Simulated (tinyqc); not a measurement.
Depolarisation shift: optical transitions of a finite quantum well.

Each carrier sees a square well of width L with its own depth V and masses m (inside), mb (outside); c = hbar^2/2m0, k = sqrt(m E/c), kappa = sqrt(mb (V - E)/c), and level n solves k L + 2 atan[(k/m)/(kappa/mb)] = n pi. The envelope is cos(kz) for odd n and sin(kz) for even n inside, joins exp(-kappa (|z| - L/2)) outside, and is normalised to 1. Excitons and band mixing are left out.

Constants: hbar^2/2m0 = 3.80998211 eV angstrom^2; e^2/(4 pi eps0) = 14.39964547 eV angstrom.

Parameters, chosen for this exercise (near those of a GaAs well in AlGaAs; shifted at random, so the results belong to these values and not to a real crystal):

| symbol | value | unit | meaning |
|---|---|---|---|
| L | 131 | angstrom | well width |
| Vc | 0.251 | eV | conduction offset |
| me | 0.0652 | m0 | electron, well |
| meb | 0.0927 | m0 | electron, barrier |
| eps | 11.8 |  | background dielectric constant |
| Nss | (0.12, 0.3, 0.6, 1.2, 1.8, 2.4, 3.6) | x 1e12/cm^2 | sheet densities |

The collective line lies at E12 sqrt(1 + a), a = 8 pi q (n1 - n2) S/(eps E12), q = e^2/(4 pi eps0), S = integral over z of (integral up to z of psi_1 psi_2)^2. Zero temperature with the mass me in both subbands: n1 - n2 = Ns until Ns reaches D E12, D = me/(2 pi c), and D E12 beyond. 1e12/cm^2 = 1e-4/angstrom^2; exchange and the static band bending by the charge are left out.

Line position:

| Ns (1e12/cm^2) | n1 - n2 | a | line (meV) | shift (meV) |
|---|---|---|---|---|
| 0.12 | 0.120 | 0.0567 | 62.88 | 1.71 |
| 0.30 | 0.300 | 0.1417 | 65.37 | 4.19 |
| 0.60 | 0.600 | 0.2835 | 69.30 | 8.13 |
| 1.2 | 1.200 | 0.5669 | 76.58 | 15.40 |
| 1.8 | 1.666 | 0.7871 | 81.78 | 20.61 |
| 2.4 | 1.666 | 0.7871 | 81.78 | 20.61 |
| 3.6 | 1.666 | 0.7871 | 81.78 | 20.61 |

S = 9.423 angstrom
E12 = 61.17 meV

The upward shift grows from 1.71 to 20.61 meV, 33.7 % of E12 at most. It stops moving once e2 starts to fill, at Ns = 1.67 e12/cm^2. For small a the shift is a E12/2, linear in Ns; in the last row that rule gives 24.08 meV. S/L = 0.0719, against 5/(9 pi^2) = 0.0563 for hard walls.

(tinyqc, `OMP_NUM_THREADS=1 python tinyqc.py 1250779 1250780 out.jsonl`, Intel(R) Xeon(R) Processor @ 2.30GHz, 1 thread, shared host, about 0.05 s.)
